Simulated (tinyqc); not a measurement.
Plane-wave Kohn-Sham cycle with exchange-only LDA in a layered model solid, step by step. One step of it, computed by the program tinyqc.

Question. Iteration 2: Hamiltonian at one k. H(m,m') = (k + G_m)^2/2 delta + V(G_m - G_m'), with V(-G) = V(G).

A solid whose potential varies along x alone (atomic units):
```
parameter                      value
period a                   11.100000
cross-section of the cell  24.000000
electrons per cell                 4
grid points                       16
plane waves -n..n, n               3
k points                           1
V1 in V1 cos(2 pi x/a)     -0.670000
```

V(G_m), m = 0, 1, 2, ... (hartree): -0.195326  -0.028570  0.024874  -0.002163  0.001447  -0.001857  0.001853

k = 0.000000 2 pi / a

Give: H.

Answer.

H (hartree):
```
         -3       -2       -1       +0       +1       +2       +3
-3   1.2465  -0.0286   0.0249  -0.0022   0.0014  -0.0019   0.0019
-2  -0.0286   0.4455  -0.0286   0.0249  -0.0022   0.0014  -0.0019
-1   0.0249  -0.0286  -0.0351  -0.0286   0.0249  -0.0022   0.0014
+0  -0.0022   0.0249  -0.0286  -0.1953  -0.0286   0.0249  -0.0022
+1   0.0014  -0.0022   0.0249  -0.0286  -0.0351  -0.0286   0.0249
+2  -0.0019   0.0014  -0.0022   0.0249  -0.0286   0.4455  -0.0286
+3   0.0019  -0.0019   0.0014  -0.0022   0.0249  -0.0286   1.2465
```
